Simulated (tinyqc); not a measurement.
Nuclear against electronic stopping over energy: ion implantation: universal nuclear stopping, Lindhard-Scharff electronic stopping and a Gaussian range profile. Computed by tinyqc, a small Python program. Command: `OMP_NUM_THREADS=1 python tinyqc.py 3020357 3020358 out.jsonl implant walk`. One thread of a shared host (Intel(R) Xeon(R) Processor @ 2.30GHz), about 0.09 s of CPU time with the checks.

An ion slows by elastic collisions with screened nuclei and by friction with electrons; channelling is ignored and the target is uniform.

Inputs (values chosen for the exercise, modelled on nitrogen ions in germanium):

| quantity | value | unit |
|---|---|---|
| ion atomic number Z1 | 7 | - |
| ion mass M1 | 14 | u |
| target atomic number Z2 | 32 | - |
| target mass M2 | 72.63 | u |
| target density N | 44.2 | 1/nm^3 |
| scale factor of electronic stopping k | 1.3 | - |

Method:
- Reduced energy eps = 32.53 M2 E/(Z1 Z2 (M1 + M2)(Z1^0.23 + Z2^0.23)), E in keV; s_n = ln(1 + 1.1383 eps)/(2 (eps + 0.01321 eps^0.21226 + 0.19593 eps^0.5)) for eps up to 30 and ln(eps)/(2 eps) above; S_n = 8.462 Z1 Z2 M1 s_n/((M1 + M2)(Z1^0.23 + Z2^0.23)) in 1e-15 eV cm^2.
- S_e = k 3.83 Z1^(7/6) Z2/(Z1^(2/3) + Z2^(2/3))^(3/2) sqrt(E/M1) in 1e-15 eV cm^2, E in keV.
- Path length R = int_0^E dE'/(N (S_n + S_e)); energy lost to nuclei nu = int_0^E S_n/(S_n + S_e) dE' (both with E' = E y^3 and 64 Gauss-Legendre points in y).

Stopping (1e-15 eV cm^2) and range:

| E (keV) | eps | S_n | S_e | R (nm) | nu/E |
|---|---|---|---|---|---|
| 1 | 3.2179e-02 | 19.760 | 8.10 | 14.72 | 0.73498 |
| 2 | 6.4358e-02 | 23.566 | 11.45 | 21.87 | 0.71258 |
| 5 | 1.6090e-01 | 27.401 | 18.10 | 38.52 | 0.66585 |
| 10 | 3.2179e-01 | 28.499 | 25.60 | 61.09 | 0.61386 |
| 20 | 6.4358e-01 | 27.373 | 36.21 | 99.34 | 0.54433 |
| 50 | 1.6090e+00 | 22.505 | 57.25 | 193.54 | 0.42532 |
| 100 | 3.2179e+00 | 17.379 | 80.96 | 320.43 | 0.32358 |
| 200 | 6.4358e+00 | 12.340 | 114.49 | 521.35 | 0.22673 |
| 500 | 1.6090e+01 | 7.092 | 181.03 | 952.49 | 0.12624 |

Nuclear stopping peaks near 10 keV among these rows (eps = 0.32; the universal curve peaks near 0.3). Electronic stopping overtakes it between 10 and 20 keV. The path length grows as E^0.57 at the low end and E^0.66 at the high end; constant stopping would give E^1, and stopping that rises with E, be it nuclear (below its peak) or electronic, gives a lower exponent.

Extremes, crossings and ranges named in words are read from the listed rows.
